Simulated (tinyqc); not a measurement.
# Band bending at a free surface with a continuum of surface states, surface photovoltage and Kelvin probe: what changes with what

n-type bulk, xi = Ec - EF = Vt ln(Nc/Nd), p0 = ni^2/Nd, ni = sqrt(Nc Nv) exp(-Eg/(2 Vt)), Eg in volts. b is the upward band bending, u = b/Vt. Space charge per area, in units of q: Qc = sign(b) sqrt((2 eps0 eps_r Vt/q) [(Nd + dn)(exp(-u) - 1) + Nd u + (p0 + dn)(exp(u) - 1)]), with dn the excess density under light (flat quasi-Fermi levels; 0 in the dark). The states hold -Ds (E0 - xi - b): negative while the Fermi level lies above the neutrality level. Neutrality: Qc + Qf + (charge of the states) = 0.

Inputs (values chosen for the exercise); band and dielectric values close to those of 4H silicon carbide: temperature T = 350 K; band gap Eg = 3.32 eV; relative permittivity eps_r = 9.69; conduction-band density of states at T Nc = 2.17e19 cm^-3; valence-band density of states at T Nv = 3.21e19 cm^-3; electron affinity chi = 3.57 eV; donor density Nd = 1.2e17 cm^-3; fixed positive charge at the surface Qf = 0 cm^-2; work function of the probe tip pt = 4.28 eV; density of surface states Ds = 8.5e11 cm^-2 eV^-1; depth of their neutrality level below the conduction edge E0 = 1.02 eV.

Constants: q = 1.602176634e-19 C, kB = 1.380649e-23 J/K, Vt = kB T/q, eps0 = 8.8541878128e-14 F/cm where lengths are in cm. Results are converted to the units shown.

Each table varies one quantity; the others keep the values above.

## Photovoltage against injection

Under chopped light the surface charge keeps its dark value, so b falls to bL with Qc(bL, dn) = Qc(b, 0); the photovoltage is b - bL.

Photovoltage against injection:
```
dn (cm^-3)   bL (V)  photovoltage (mV)  share of b removed (%)
1e8          0.2450           8.475e-5                3.459e-5
1.3e9        0.2450           0.001102                4.497e-4
1.6e10       0.2450            0.01355                0.005532
2.1e11       0.2448             0.1769                 0.07222
2.7e12       0.2429              2.132                  0.8702
3.4e13       0.2284              16.61                   6.779
4.3e14       0.1887              56.27                   22.97
5.5e15       0.1331              111.9                   45.66
6.9e16      0.07399              171.0                   69.80
8.8e17      0.02802              217.0                   88.56
```

The photovoltage rises from 8.48e-5 to 217 mV, towards the full b = 245 mV. Its steepest rise is 53.9 mV a decade (Vt ln 10 = 69.4 mV), and it reaches 88.6 % of b in the last row: even strong light does not flatten the bands fully, so a saturation reading understates b. For dn = 8.8e17 the injection is high, and a Dember voltage, left out here, adds to the signal.

## Kelvin-probe contrast of the doping

Same model as above.

Work function chi + xi + b; contact potential difference CPD = (work function of the sample) - pt. b solves the neutrality condition in the dark.

Kelvin-probe contrast of the doping:
```
Nd (cm^-3)  xi (eV)    b (V)  CPD (mV)
9.1e13       0.3734   0.6184     281.8
3.1e14       0.3365   0.6310     257.5
1.1e15       0.2983   0.6234     211.6
3.7e15       0.2617   0.5840     135.7
1.3e16       0.2238   0.4964     10.24
4.3e16       0.1877   0.3681    -154.1
1.5e17       0.1500   0.2201    -339.9
5e17         0.1137   0.1141    -482.1
1.7e18      0.07681  0.05675    -576.4
```

What does the comparison show?

xi falls by 297 mV over the table and the CPD by 858 mV; b goes from 0.618 through a maximum of 0.631 (at Nd = 3.1e14 cm^-3 among the rows listed) to 0.0567 V. Between the first two rows the CPD follows 65.9 % of the change of xi, and between the last two 255 %. It is below 100 % where b rises with the doping (pinning hides it). It exceeds 100 % where b falls as the doping rises.

Computed by the program tinyqc: `OMP_NUM_THREADS=1 python tinyqc.py 2430009 2430010 out.jsonl`, one thread of a shared Intel Xeon 2.30GHz, about 0.01 s for the whole run.
